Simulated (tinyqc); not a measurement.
Diffusion length from constant photovoltage.

Problem. In a thick sample with a thin depletion layer the excess density at its edge goes as flux/(1/alpha + L), so the flux needed for a fixed surface photovoltage is proportional to 1/alpha + L. Find L.

photon flux for the same photovoltage at absorption coefficients 120 and 530 1/cm (relative units): 97.333333  32.867925

Solution. The line of flux against 1/alpha meets zero at -L.

slope against 1/alpha = 1.000 1/um
L = 14.00 um

Computed by the program tinyqc: `OMP_NUM_THREADS=1 python tinyqc.py 2430064 2430065 out.jsonl`, one thread of a shared Intel Xeon 2.30GHz, about 0.01 s for the whole run.
